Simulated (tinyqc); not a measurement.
# Uniformly doped HEMT, charge control: effect of the temperature

A two-dimensional electron gas of density ns under a barrier. EF and the subbands are counted from the conduction-band edge of the channel at the interface. Two subbands of a triangular well with an infinite wall, parabolic band, no carriers in the barrier.

Fully depleted barrier with eb = ebr: Vp = q ND (d - ds)^2/(2 eps0 eb); donors per area ND (d - ds); Voff = phiB - dEc - Vp. F = q (eta ns + Nb)/(eps0 ec) in eV/nm; E_k = a_k (C F^2/me)^(1/3), a_0 = 2.338107, a_1 = 4.087949, C = hbar^2/(2 m0); D = me m0 q/(pi hbar^2); ns = D Vt [ln(1 + exp((EF - E_0)/Vt)) + ln(1 + exp((EF - E_1)/Vt))], which gives EF = E_0 + Vt ln{2 s/[(1 + u) + sqrt((1 + u)^2 + 4 u s)]} with s = exp(ns/(D Vt)) - 1, u = exp((E_0 - E_1)/Vt). Charge control: ns + Nb = eps0 eb (Vg - Voff - EF)/(q d). Gate capacitance C = q dns/dVg = eps0 eb/(d + dd), dd = (eps0 eb/q) dEF/dns.

Parameters, values chosen for the exercise; material values close to those of AlGaAs on GaAs:

| symbol | value | unit | meaning |
|---|---|---|---|
| d | 20 | nm | barrier thickness from gate to channel |
| ds | 4.9 | nm | undoped spacer next to the channel |
| me | 0.0675 | m0 | electron mass in the channel |
| ec | 12.9 |  | relative permittivity of the channel |
| ebr | 12.2 |  | relative permittivity of the barrier |
| phiB | 0.991 | eV | barrier height of the gate |
| dEc | 0.231 | eV | conduction-band offset |
| ND | 1.2e18 | cm^-3 | donor density of the doped part |
| eta | 0.5 |  | share of ns that counts in the confining field |
| Nb | 2.5e10 | cm^-2 | depletion charge of the buffer |
| Vg | 0.88 | V | gate voltage |

Constants: q = 1.602176634e-19 C, kB = 1.380649e-23 J/K, hbar = 1.054571817e-34 J s, m0 = 9.1093837015e-31 kg, Vt = kB T/q, eps0 = 8.8541878128e-14 F/cm where lengths are in cm, hbar^2/(2 m0) = 0.0380998212 eV nm^2. Results are converted to the units shown.

The same in every row: Voff (V) = 0.55709.

Effect of the temperature:
```
T (K)	ns (cm^-2)	EF (eV)	EF - E_0 (eV)	second subband (%)	dd (nm)	C (uF/cm^2)	EF/dEc
20	7.6411e11	0.088828	0.027099	9.7894e-5	5.7992	0.41870	0.38454
77	7.6531e11	0.088474	0.026684	1.2500	5.8460	0.41794	0.38300
150	7.7443e11	0.085767	0.023518	7.3019	6.1384	0.41327	0.37129
220	7.8993e11	0.081168	0.018141	13.250	6.5272	0.40721	0.35138
300	8.1309e11	0.074298	0.010118	18.610	6.9900	0.40023	0.32164
400	8.4754e11	0.064079	-0.0017986	23.466	7.5371	0.39228	0.27740
500	8.8614e11	0.052631	-0.015122	26.927	8.0297	0.38538	0.22784
```

Read the table: what changes, and by how much?

As T goes from 20 to 500, ns rises from 7.64e11 to 8.86e11 cm^-2, EF falls from 0.0888 to 0.0526 eV and C falls from 0.419 to 0.385 uF/cm^2. Voff stays at 0.557 V. The second subband holds over 20 % for T = 400, 500, where the higher subbands left out would add electrons. For T = 220, 300, 400, 500 the band minimum in the barrier comes within 3 Vt of EF or below it, so the barrier is no longer depleted and takes electrons that the model puts in the channel.

Numbers from tinyqc (`OMP_NUM_THREADS=1 python tinyqc.py 2180089 2180090 out.jsonl`; about 0.01 s on one thread of a shared Intel Xeon 2.30GHz).
